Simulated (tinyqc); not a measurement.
Width of layer A: type-II superlattice in the two-band Kane model.

Motion along the axis, period d = a + b, c = hbar^2/2m0. Conduction and light-hole bands couple: (E - Ec)(E - Ev) = Ep c k^2 in each layer, with mass m(E) = (E - Ev)/Ep, which may be negative. The conduction envelope psi and psi'/m(E) are continuous; a layer carries them by [[cos kt, (m/k) sin kt], [-(k/m) sin kt, cos kt]] (cosh and sinh for k^2 < 0), and cos(q d) = tr(M_B M_A)/2. C1 is the first miniband above EvB, with its bottom at tr/2 = +1 and its top at -1; the gap is the bottom of C1 less the top heavy-hole level HH1.

Heavy holes are uncoupled: with e = EvB - E, p = sqrt(mhB e/c), w = sqrt(mhA (EvB - EvA - e)/c), the top level HH1 at q = 0 solves (p/mhB) tan(p b/2) = (w/mhA) tanh(w a/2).

Constants: hbar^2/2m0 = 3.80998211 eV angstrom^2; hc = 1239.841984 eV nm.

Values chosen for the exercise (near those of an InAs/GaSb superlattice; not measured data): b = 50 angstrom (layer B); EcA = 0 eV (conduction edge of A); EvA = -0.416 eV (valence edge of A); EcB = 0.977 eV (conduction edge of B); EvB = 0.161 eV (valence edge of B); EpA = 14.5 eV (coupling energy in A); EpB = 17.7 eV (coupling energy in B); mhA = 0.36 m0 (heavy hole in A); mhB = 0.26 m0 (heavy hole in B); As = (22, 27, 35, 47, 52, 64, 75) angstrom (widths of layer A).

Bottom of C1 (tr/2 = +1, above EvB), HH1, the gap and hc/gap; widths at which C1 no longer starts above EvB are left out.

Results:
```
a (angstrom)  C1 (eV)  HH1 (eV)  gap (meV)  cut-off (micrometre)
22             0.4925    0.1234      369.0                  3.36
27             0.4214    0.1233      298.1                  4.16
35             0.3354    0.1233      212.1                  5.85
47             0.2479    0.1232      124.7                  9.94
52             0.2212    0.1232       97.9                 12.66
64             0.1719    0.1232       48.6                 25.49
```

From a = 22 to 64 angstrom C1 falls by 321 meV while HH1 moves by -0.2 meV, so layer A tunes the gap, from 369 to 49 meV. The cut-off shifts by 0.160 micrometre per angstrom at the thin end and 1.069 at the thick end: long wavelengths need tight control of the thickness.

Program tinyqc; command `OMP_NUM_THREADS=1 python tinyqc.py 1250755 1250756 out.jsonl`; about 0.06 s on one thread of a shared Intel(R) Xeon(R) Processor @ 2.30GHz.
